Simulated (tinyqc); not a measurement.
A barrier in a uniform field, exact transmission by Airy functions: exact and WKB transmission against energy.

The left lead has its band edge at 0, the barrier edge falls as U(x) = U0 - F x with F = V/d for 0 < x < d, and the right lead has its edge at -V. No transverse momentum; C = hbar^2/(2 m0); psi and psi'/m are continuous. M carries (psi, psi'/m) across the barrier.

Energy scale e = (C F^2/m1)^(1/3), z(x) = (U(x) - E)/e, s = (dz/dx)/m1 = -F/(e m1); v = k/m in a lead. With a = Ai, a' = Ai', b = Bi, b' = Bi' at z1 (left edge) and z2 (right edge): M11 = pi (a2 b1' - b2 a1'), M12 = (pi/s)(b2 a1 - a2 b1), M21 = pi s (a2' b1' - b2' a1'), M22 = pi (b2' a1 - a2' b1). With M acting on (psi, psi'/m) and v = k/m in each lead, T(E) = 4 vL vR/[(vL vR M12 - M21)^2 + (vR M11 + vL M22)^2]. WKB: exp(-S), S = (4/(3 F)) sqrt(m1/C) [max(U0 - E, 0)^1.5 - max(U0 - F d - E, 0)^1.5].

Inputs (values chosen for the exercise); U0 - E and the mass are of the order of those of silicon dioxide on silicon; the mass of the right lead is set freely: mass in the left lead mL = 0.93 m0; barrier edge at x = 0 U0 = 3.58 eV; mass in the barrier m1 = 0.49 m0; barrier width d = 0.8 nm; voltage across the barrier V = 5.4 V; mass in the right lead mR = 0.63 m0.

Constants: q = 1.602176634e-19 C, hbar = 1.054571817e-34 J s, m0 = 9.1093837015e-31 kg, hbar^2/(2 m0) = 0.0380998212 eV nm^2. Results are converted to the units shown.

Results:
```
E (eV),"T(E), exact",exp(-S),ratio
0.179,0.0059282,0.011760,0.50410
0.597,0.026759,0.026000,1.0292
1.014,0.085574,0.054380,1.5736
1.85,0.40968,0.19951,2.0535
2.267,0.56279,0.34446,1.6338
2.685,0.66779,0.54892,1.2165
3.103,0.75466,0.79186,0.95302
3.52,0.83380,0.98964,0.84253
3.938,0.90079,1.0000,0.90079
```

Estimate the missing row, E = 1.432 eV.

Computed row:
```
E (eV),"T(E), exact",exp(-S),ratio
1.432,0.22046,0.10752,2.0504
```

With this row back in the table: The exact T(E) rises from 0.00593 to 0.901, and the ratio to WKB moves up and down between 0.504 and 2.05. Above U0 = 3.58 eV WKB gives 1, while the exact value is 0.901: reflection over the barrier. In every row the field exceeds 10 MV/cm (up to 67.5), more than most dielectrics sustain; the model ignores breakdown.

Range of the model: Masses are held fixed, although real bands cease to be parabolic a few tenths of an eV from their edges.

Numbers from tinyqc (`OMP_NUM_THREADS=1 python tinyqc.py 2580105 2580106 out.jsonl`; about 0.01 s on one thread of a shared Intel Xeon 2.30GHz).
